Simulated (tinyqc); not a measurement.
Inside a calculation. Method: sp3 tight binding, zinc-blende lattice. One step of it, computed by the program tinyqc.

Question. Bloch Hamiltonian at L. Slater-Koster rules over the four bonds with direction cosines (l, m, n): ss V_ss; s-px l V_sp; px-s -l V_sp; px-px l^2 V_pps + (1 - l^2) V_ppp; px-py l m (V_pps - V_ppp); each times exp(i k.d).

Parameters chosen for this model: zinc-blende lattice, anion at 0, cation at a/4 (1,1,1); V = eta hbar^2 / (m d^2), hbar^2/m = 7.619964 eV angstrom^2:
```
parameter          value      unit
a               5.800000  angstrom
d               2.511474  angstrom
Es anion      -11.390000        eV
Ep anion       -5.630000        eV
Es cation     -11.390000        eV
Ep cation      -5.630000        eV
eta ss         -1.320000
eta sp          1.420000
eta pp sigma    2.220000
eta pp pi      -0.630000
V ss           -1.594665        eV
V sp            1.715473        eV
V pp sigma      2.681937        eV
V pp pi        -0.761090        eV
```

k point L (2 pi / a): [0.500000, 0.500000, 0.500000]

Give: H(k) at L.

Answer.

H(k) at L (eV), order a s, a px, a py, a pz, c s, c px, c py, c pz:
```
[[-11.3900, 0.0000, 0.0000, 0.0000, -2.2552+2.2552i, -1.4007+1.4007i, -1.4007+1.4007i, -1.4007+1.4007i],
 [0.0000, -5.6300, 0.0000, 0.0000, 1.4007-1.4007i, 0.5467-0.5467i, -1.6231+1.6231i, -1.6231+1.6231i],
 [0.0000, 0.0000, -5.6300, 0.0000, 1.4007-1.4007i, -1.6231+1.6231i, 0.5467-0.5467i, -1.6231+1.6231i],
 [0.0000, 0.0000, 0.0000, -5.6300, 1.4007-1.4007i, -1.6231+1.6231i, -1.6231+1.6231i, 0.5467-0.5467i],
 [-2.2552-2.2552i, 1.4007+1.4007i, 1.4007+1.4007i, 1.4007+1.4007i, -11.3900, 0.0000, 0.0000, 0.0000],
 [-1.4007-1.4007i, 0.5467+0.5467i, -1.6231-1.6231i, -1.6231-1.6231i, 0.0000, -5.6300, 0.0000, 0.0000],
 [-1.4007-1.4007i, -1.6231-1.6231i, 0.5467+0.5467i, -1.6231-1.6231i, 0.0000, 0.0000, -5.6300, 0.0000],
 [-1.4007-1.4007i, -1.6231-1.6231i, -1.6231-1.6231i, 0.5467+0.5467i, 0.0000, 0.0000, 0.0000, -5.6300]]
```
